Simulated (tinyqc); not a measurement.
## Field length and prefactor from two substrate currents

Question. For Em = (Vd - Vdsat)/l, Isub/Id = (Ai/Bi)(Vd - Vdsat) exp(-Bi l/(Vd - Vdsat)), and l = sqrt(3 tox xj). Find l, Ai and xj.

Parameters, values chosen for the exercise:

| symbol | value | unit | meaning |
|---|---|---|---|
| tox | 8.7 | nm | oxide thickness |
| Bi | 1.71 | MV/cm | ionisation field |

Isub/Id at Vd - Vdsat = 2.1 and 2.8 V: [0.0257711468, 0.107362432]

Answer. ln[Isub/(Id (Vd - Vdsat))] is linear in 1/(Vd - Vdsat) with slope -Bi l.

l = 55.96 nm
Ai = 2.000e6 1/cm
xj = 120.0 nm

Numbers from tinyqc (`OMP_NUM_THREADS=1 python tinyqc.py 2550091 2550092 out.jsonl`; about 0.01 s on one thread of a shared Intel Xeon 2.30GHz).
